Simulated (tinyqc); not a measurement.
Strain and the order of the valence edges: six-band k.p model of the valence band of a wurtzite crystal.

At k = 0: E1 = D1c + D2c + Te + Le (pure HH); E2, E3 = Le + u +/- sqrt(u^2 + 2 D3c^2), u = (D1c - D2c + Te)/2, D1c = Dcr, D2c = D3c = Dso/3. The weight of LH in state 2 is fL = (E2 - Le)^2/((E2 - Le)^2 + 2 D3c^2). Relative strengths of transitions to the conduction band: for E perpendicular to c (TE) 1/2, fL/2, (1 - fL)/2; for E along c (TM) 0, 1 - fL, fL, with one momentum element for both directions.

Strain of a c-plane layer: exx = eyy = e_par, ezz = -2 (C13/C33) e_par; Le = D1 ezz + D2 (exx + eyy), Te = D3 ezz + D4 (exx + eyy).

Conduction edge: Ec = (top of the unstrained valence band) + Eg + (a1 + D1) ezz + (a2 + D2)(exx + eyy).
Constants: kB = 8.617333262e-05 eV/K.

Inputs chosen for the exercise (near those of AlN; shifted at random, so the results belong to these values and not to a real crystal): Dcr = -0.1991 eV (crystal-field splitting); Dso = 0.0182 eV (spin-orbit splitting); Eg = 6.214 eV (direct gap at Gamma from the top of the unstrained valence band); a1 = -3.25 eV (gap potential along c); a2 = -11.26 eV (gap potential in the plane); D1 = -16.68 eV; D2 = 7.67 eV; D3 = 8.66 eV; D4 = -3.73 eV; C13 = 113 GPa; C33 = 378 GPa; T = 300 K (temperature).

Edges from the unstrained top. Degree of polarisation (TE - TM)/(TE + TM), each state weighted by exp(E/kT) alone (equal densities of states).

Results:

| e_par (%) | E1 (meV) | E2 (meV) | E3 (meV) | fL | lowest transition (eV) | polarisation |
|---|---|---|---|---|---|---|
| -1.20 | -345.5 | -302.8 | -359.0 | 0.024 | 6.4599 | -0.714 |
| -0.90 | -307.5 | -227.4 | -320.4 | 0.009 | 6.3988 | -0.922 |
| -0.60 | -269.4 | -151.7 | -282.1 | 0.004 | 6.3373 | -0.979 |
| -0.30 | -231.4 | -75.9 | -244.0 | 0.003 | 6.2756 | -0.993 |
| 0.00 | -193.4 | 0.0 | -205.9 | 0.002 | 6.2140 | -0.997 |
| 0.30 | -155.4 | 75.9 | -167.8 | 0.001 | 6.1523 | -0.999 |
| 0.60 | -117.3 | 151.8 | -129.7 | 0.001 | 6.0906 | -0.999 |
| 0.90 | -79.3 | 227.7 | -91.7 | 0.001 | 6.0289 | -0.999 |
| 1.20 | -41.3 | 303.6 | -53.6 | 0.001 | 5.9672 | -0.999 |

E1 = E2 requires Dcr + Te = 0, which here falls at e_par = -1.58 %, outside the sweep, so state 2 stays on top. The polarisation goes from -0.71 to -1.00; the lowest transition moves by -205 meV per 1 % on average.

Computed by tinyqc, a small Python program: `OMP_NUM_THREADS=1 python tinyqc.py 1050492 1050493 out.jsonl` (the numbers bound the seed that draws the inputs); one thread of a shared host (Intel(R) Xeon(R) Processor @ 2.30GHz), about 0.01 s for the whole set of steps.
